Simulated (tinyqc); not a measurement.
Electrons shared among three sets of ellipsoidal valleys: sweeps and comparisons. A value that a table varies takes the place of the one given here.

F_j(eta) = (1/Gamma(j + 1)) integral_0^infinity x^j dx/(1 + exp(x - eta)), which tends to exp(eta) for eta << 0.

Sets X, L, Gamma: N_i = M_i times N = 2 (m kB T/(4 pi c))^(3/2) with c = hbar^2/2m0, in 1/angstrom^3; times 1e24 for 1/cm^3, m = (ml mt^2)^(1/3); n = sum_i N_i F_1/2((EF - dE_i)/kT), energies from the edge of the first set; mu_drift = sum of share times mobility.

Constants: hbar^2/2m0 = 3.80998211 eV angstrom^2; kB = 8.617333262e-05 eV/K.

Inputs chosen for the exercise (masses and offsets near those of AlAs; mobilities are free inputs, held fixed; not measured data):
- dE = (0, 0.274, 0.795) eV (edges of X, L, Gamma above the first)
- M = (3, 4, 1) (valleys in each set)
- ml = (0.975, 1.248, 0.148) m0 (longitudinal masses of X, L, Gamma)
- mt = (0.2105, 0.1549, 0.148) m0 (transverse masses)
- mu = (290, 330, 1500) cm^2/(V s) (mobility of each set)
- n = 2.7e+17 1/cm^3 (total electron density)
- T = 500 K

## Transfer between valleys with temperature

Offsets, masses and mobilities are held fixed; n is fixed too, so the high values of T stand for hot electrons, not for the lattice.

Populations:

| T (K) | EF (eV) | share X | share L | share Gamma | mu_drift |
|---|---|---|---|---|---|
| 77 | -0.0131 | 1.0000 | 0.0000 | 0.0000 | 290 |
| 150 | -0.0388 | 1.0000 | 0.0000 | 0.0000 | 290 |
| 300 | -0.1048 | 1.0000 | 0.0000 | 0.0000 | 290 |
| 450 | -0.1809 | 0.9991 | 0.0009 | 0.0000 | 290 |
| 600 | -0.2638 | 0.9945 | 0.0055 | 0.0000 | 290 |
| 900 | -0.4450 | 0.9685 | 0.0314 | 0.0000 | 291 |
| 1200 | -0.6426 | 0.9272 | 0.0728 | 0.0000 | 293 |
| 2000 | -1.2254 | 0.8148 | 0.1845 | 0.0007 | 298 |

The share of X goes from 1.000 to 0.815 and the mean mobility from 290 to 298 cm^2/(V s). X holds more than L throughout. The share of Gamma is at most 0.00074.

## Transfer between valleys with doping

Parabolic valleys; band tails and gap narrowing are left out.

Populations:

| n (1/cm^3) | EF (eV) | share X | share L | share Gamma | mu_drift |
|---|---|---|---|---|---|
| 1.0e+16 | -0.3500 | 0.9981 | 0.0019 | 0.0000 | 290 |
| 1.0e+17 | -0.2508 | 0.9981 | 0.0019 | 0.0000 | 290 |
| 1.0e+18 | -0.1511 | 0.9981 | 0.0019 | 0.0000 | 290 |
| 3.0e+18 | -0.1029 | 0.9980 | 0.0020 | 0.0000 | 290 |
| 1.0e+19 | -0.0479 | 0.9979 | 0.0021 | 0.0000 | 290 |
| 3.0e+19 | 0.0083 | 0.9974 | 0.0026 | 0.0000 | 290 |
| 1.0e+20 | 0.0900 | 0.9948 | 0.0052 | 0.0000 | 290 |

The share of X goes from 0.998 to 0.995 and the mean mobility from 290 to 290 cm^2/(V s). X holds more than L throughout. The share of Gamma is at most 2.4e-09.

## Moving the second set by strain or alloying

The second entry of dE is replaced by the values listed; a negative value puts that set lowest.

Populations:

| offset (eV) | EF (eV) | share X | share L | share Gamma | mu_drift |
|---|---|---|---|---|---|
| -0.100 | -0.3160 | 0.0814 | 0.9186 | 0.0000 | 327 |
| -0.050 | -0.2731 | 0.2204 | 0.7796 | 0.0000 | 321 |
| 0.000 | -0.2400 | 0.4739 | 0.5261 | 0.0000 | 311 |
| 0.025 | -0.2287 | 0.6166 | 0.3834 | 0.0000 | 305 |
| 0.050 | -0.2207 | 0.7417 | 0.2583 | 0.0000 | 300 |
| 0.100 | -0.2123 | 0.9015 | 0.0985 | 0.0000 | 294 |
| 0.150 | -0.2093 | 0.9669 | 0.0331 | 0.0000 | 291 |
| 0.200 | -0.2083 | 0.9894 | 0.0106 | 0.0000 | 290 |
| 0.300 | -0.2079 | 0.9989 | 0.0011 | 0.0000 | 290 |

The share of X goes from 0.081 to 0.999 and the mean mobility from 327 to 290 cm^2/(V s). X and L hold equal numbers between offset = 0 and 0.025 eV. The share of Gamma is at most 8.9e-10. With Boltzmann statistics the first two sets are equal at kT ln(N_2/N_1) = 0.0045 eV.

## What moves the populations

All else solved anew. Each row changes one parameter from the base and keeps the others.

Results:

| case | EF (eV) | share X | share L | share Gamma | mu_drift (cm^2/(V s)) |
|---|---|---|---|---|---|
| base | -0.2079 | 0.9981 | 0.0019 | 0.0000 | 290 |
| T = 550 K | -0.2355 | 0.9966 | 0.0034 | 0.0000 | 290 |
| n = 8.1e+17 1/cm^3 | -0.1603 | 0.9981 | 0.0019 | 0.0000 | 290 |
| dE = (0, 0.2192, 0.795) eV | -0.2081 | 0.9932 | 0.0068 | 0.0000 | 290 |
| mt = (0.2105, 0.1859, 0.148) m0 | -0.2079 | 0.9977 | 0.0023 | 0.0000 | 290 |
| ml = (0.975, 1.4976, 0.148) m0 | -0.2079 | 0.9979 | 0.0021 | 0.0000 | 290 |
| mu = (348, 330, 1500) cm^2/(V s) | -0.2079 | 0.9981 | 0.0019 | 0.0000 | 348 |

The largest shifts from the base row, up to three for each result and ties (the steps differ in size, so this ranks the rows, not the parameters). EF (eV): n +0.0476, T -0.0277, dE -0.0002; unchanged at the printed digits by mt, ml and mu. share X: dE -0.0049, T -0.0015, mt -0.0004; unchanged at the printed digits by n and mu. share L: dE +0.0049, T +0.0015, mt +0.0004; unchanged at the printed digits by n and mu. share Gamma: unchanged at the printed digits by T, n, dE, mt, ml and mu. mu_drift (cm^2/(V s)): mu +58; unchanged at the printed digits by T, n, dE, mt and ml.

Run: tinyqc, `OMP_NUM_THREADS=1 python tinyqc.py 1651999 1652000 out.jsonl`; Intel(R) Xeon(R) Processor @ 2.30GHz, one thread, shared host; about 0.02 s of CPU time with all checks.
